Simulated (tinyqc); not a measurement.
# MOS capacitor on an n-type substrate, surface potential from the exact charge relation: several studies

Uniform n-type substrate, Boltzmann statistics, full ionisation, classical densities. psi is the surface potential against the body (positive when the bands bend down) and u = -psi/Vt. Traps are spread evenly over the gap and neutral at flat band, so their charge is -q Dit psi; the minority quasi-Fermi level is shifted by Vb.

Parameters, values chosen for the exercise; band and dielectric values close to those of silicon:
```
symbol    value         unit                                                                 meaning
T           300            K                                                             temperature
Eg         1.13           eV                                                                band gap
eps_r      11.5                                                                relative permittivity
Nc      2.82e19        cm^-3                                  conduction-band density of states at T
Nv      2.66e19        cm^-3                                     valence-band density of states at T
chi        4.01           eV                                                       electron affinity
N        2.2e15        cm^-3                                          donor density of the substrate
eox         3.9               relative permittivity of the gate insulator (close to silicon dioxide)
tox         2.1           nm                                                     insulator thickness
phiM       4.59           eV                                                      gate work function
Nf       1.2e11        cm^-2                            fixed charge at the interface, in units of q
Dit           0  cm^-2 eV^-1                                              density of interface traps
Vb            0            V                    reverse bias of the inversion layer against the body
```

Constants: q = 1.602176634e-19 C, kB = 1.380649e-23 J/K, Vt = kB T/q, eps0 = 8.8541878128e-14 F/cm where lengths are in cm. Results are converted to the units shown.

Each table varies one quantity; the others keep the values above.

## Capacitance-voltage curves

ni = sqrt(Nc Nv) exp(-Eg/(2 Vt)), Eg in volts; phiF = Vt ln(N/ni); Cox = eps0 eox/tox; Vfb = phiM - chi - Vt ln(Nc/N) - q Nf/Cox; Q0 = sqrt(2 eps0 eps_r q N Vt); r = (ni/N)^2 exp(-Vb/Vt); VT = Vfb - [(2 phiF + Vb)(1 + q Dit/Cox) + sqrt(2 eps0 eps_r q N (2 phiF + Vb))/Cox]. u = -psi/Vt; F^2 = exp(-u) + u - 1 + r (exp(u) - u - 1); Qs = +sign(u) Q0 F; Cs = -dQs/dpsi = (Q0/Vt) |1 - exp(-u) + r (exp(u) - 1)|/(2 F). psi solves Vg = Vfb + psi + (q Dit psi - Qs)/Cox. Low frequency: 1/C_LF = 1/Cox + 1/(Cs + q Dit). High frequency, in the simple estimate in which traps and minority carriers do not follow: 1/C_HF = 1/Cox + 1/Cd, Cd being Cs with r = 0 at the same psi. Deep depletion: r = 0 and Dit = 0 both in the equation for psi and in Cs. Minority sheet density N_inv = (Q0/(2 q)) int_0^u r (exp(t) - 1)/F(t) dt for u > 0. N_inv under 1 cm^-2 is printed as 0. Regimes: accumulation when majority carriers gather, then depletion up to |psi| = phiF + Vb, weak inversion up to 2 phiF + Vb, strong inversion beyond.

Capacitance-voltage curves:
```
Vg (V)   psi (V)  C_LF/Cox  C_HF/Cox  C_deep/Cox  N_inv (cm^-2)            regime
1.05      0.2671    0.8988    0.8988      0.8988              0      accumulation
0.78      0.2304    0.8138    0.8138      0.8138              0      accumulation
0.51      0.1442    0.4538    0.4538      0.4538              0      accumulation
0.23    -0.08964   0.03012   0.03012     0.03012          4.979         depletion
-0.04    -0.3544   0.01401   0.01401     0.01401        5.717e4    weak inversion
-0.31    -0.6211   0.01481   0.01045     0.01045        1.249e9    weak inversion
-0.58    -0.8205    0.6099  0.009056    0.008694       7.119e11  strong inversion
-0.85    -0.8855    0.8476  0.008710    0.007603       2.816e12  strong inversion
-1.13    -0.9176    0.9120  0.008553    0.006817       5.360e12  strong inversion
-1.4     -0.9374    0.9383  0.008461    0.006252       7.927e12  strong inversion
```

What does the comparison show, and why?

C_LF/Cox is lowest, 0.0140, at Vg = -0.04 V (weak inversion) among the rows listed and is 0.938 in the last row, where C_HF/Cox is 0.00846 and the deep-depletion value 0.00625. Vfb = 0.324 V, where C_HF/Cox = 0.0669 (Cox in series with eps0 eps_r/LD), and VT = -0.332 V. Over the last two rows psi moves by only 0.073 V a volt of gate bias, since the inversion charge screens the body. In strong accumulation and inversion degeneracy and confinement, left out here, lower the capacitance.

## Effect of the donor density of the substrate on threshold and swing

ni = sqrt(Nc Nv) exp(-Eg/(2 Vt)), Eg in volts; phiF = Vt ln(N/ni); Cox = eps0 eox/tox; Vfb = phiM - chi - Vt ln(Nc/N) - q Nf/Cox; VT = Vfb - [(2 phiF + Vb)(1 + q Dit/Cox) + sqrt(2 eps0 eps_r q N (2 phiF + Vb))/Cox]. gamma = sqrt(2 eps0 eps_r q N)/Cox; Wm = sqrt(2 eps0 eps_r (2 phiF + Vb)/(q N)); m = 1 + (eps0 eps_r/Wm + q Dit)/Cox; swing m Vt ln 10; Cmin/Cox = 1/(1 + Cox Wm/(eps0 eps_r)).

Effect of the donor density of the substrate on threshold and swing:
```
N (cm^-3)  Vfb (V)  2 phiF (V)  gamma (V^0.5)   VT (V)  Wm (nm)      m  swing (mV/decade)  Cmin/Cox
1e15        0.3034      0.6017        0.01098  -0.3068    874.5  1.007              59.95  0.007031
3.4e15      0.3350      0.6650        0.02026  -0.3464    498.6  1.012              60.27   0.01227
1.1e16      0.3654      0.7257        0.03643  -0.3913    289.6  1.021              60.80   0.02094
3.8e16      0.3974      0.7898        0.06772  -0.4525    162.5  1.038              61.79   0.03670
1.3e17      0.4292      0.8534         0.1252  -0.5398    91.34  1.068              63.56   0.06349
4.4e17      0.4608      0.9164         0.2304  -0.6762    51.45  1.120              66.69    0.1074
1.5e18      0.4925      0.9798         0.4254  -0.9085    28.81  1.215              72.32    0.1769
5e18        0.5236       1.042         0.7768   -1.311    16.28  1.380              82.17    0.2756
```

What does the comparison show?

As N goes from 1e15 to 5e18, VT falls from -0.307 to -1.31 V, the swing rises from 59.9 to 82.2 mV/decade and Cmin/Cox rises from 0.00703 to 0.276. Of the change of VT by -1.00 V, 0.220 V comes from Vfb and -1.22 V from the band bending and the charge it takes. gamma goes as N^(0.50) and Wm as N^(-0.47); phiF, which grows slowly with N, keeps the latter from -1/2.

## Effect of the reverse bias of the inversion layer against the body on threshold and swing

Same model as above.

In this table Dit = 0 cm^-2 eV^-1.

The same in every row: Vfb (V) = 0.3238; 2 phiF (V) = 0.6425; gamma (V^0.5) = 0.01629.

Effect of the reverse bias of the inversion layer against the body on threshold and swing:
```
Vb (V)   VT (V)  Wm (nm)      m  swing (mV/decade)  Cmin/Cox
0       -0.3317    609.2  1.010              60.13   0.01006
0.4     -0.7353    776.1  1.008              60.00  0.007916
0.8      -1.138    912.9  1.007              59.93  0.006737
1.2      -1.541     1032  1.006              59.88  0.005966
1.6      -1.943     1138  1.005              59.85  0.005411
2        -2.345     1236  1.005              59.82  0.004987
2.4      -2.747     1326  1.005              59.80  0.004649
2.8      -3.149     1410  1.004              59.79  0.004372
```

As Vb goes from 0 to 2.8, VT falls from -0.332 to -3.15 V, the swing falls from 60.1 to 59.8 mV/decade and Cmin/Cox falls from 0.0101 to 0.00437. Vfb does not move. The slope |dVT/dVb| between the first two rows is 1.01, close to m (VT is counted against the body; against the source it is m - 1).

tinyqc, about 0.01 s, one thread, Intel Xeon 2.30GHz (shared host): `OMP_NUM_THREADS=1 python tinyqc.py 2060159 2060160 out.jsonl`
